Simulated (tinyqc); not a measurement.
Two-mode optical phonons of a ternary alloy from two coupled oscillators: one step, computed by the program tinyqc. Command: `OMP_NUM_THREADS=1 python tinyqc.py 3031267 3031268 out.jsonl twomode walk`. One thread of a shared host (Intel(R) Xeon(R) Processor @ 2.30GHz), about 0.01 s of CPU time with the checks.

An alloy A(x)B(1-x)C has an A-C and a B-C bond oscillator. Each TO frequency moves linearly from the impurity mode (dilute end) to the TO of the pure crystal; each strength is proportional to the number of bonds.

Task: The two oscillators. omega_1 = (impurity mode of A) + x (omega_TO,AC - impurity mode of A); omega_2 = (impurity mode of B) + (1 - x)(omega_TO,BC - impurity mode of B); eps_inf = x eps_AC + (1 - x) eps_BC; strengths W_1 = x eps_AC (omega_LO,AC^2 - omega_TO,AC^2), W_2 = (1 - x) eps_BC (omega_LO,BC^2 - omega_TO,BC^2).

Inputs (values chosen for the exercise, modelled on Al(x)Ga(1-x)As, with A-C the AlAs-like and B-C the GaAs-like bond):
```
quantity,value,unit
omega_TO of pure AC,362.9,1/cm
omega_LO of pure AC,399.7,1/cm
omega_TO of pure BC,269.8,1/cm
omega_LO of pure BC,293.5,1/cm
eps_inf of AC,8.02,-
eps_inf of BC,10.6,-
impurity mode of A in BC,354.9,1/cm
impurity mode of B in AC,251.1,1/cm
fraction x of A,0.71,-
```

Give: omega_1 (A-C, TO); omega_2 (B-C, TO); eps_inf; W_1; W_2.

Result:

omega_1 (A-C, TO) = 360.58 1/cm

omega_2 (B-C, TO) = 256.523 1/cm

eps_inf = 8.7682

W_1 = 1.598e+05 1/cm^2

W_2 = 41039 1/cm^2
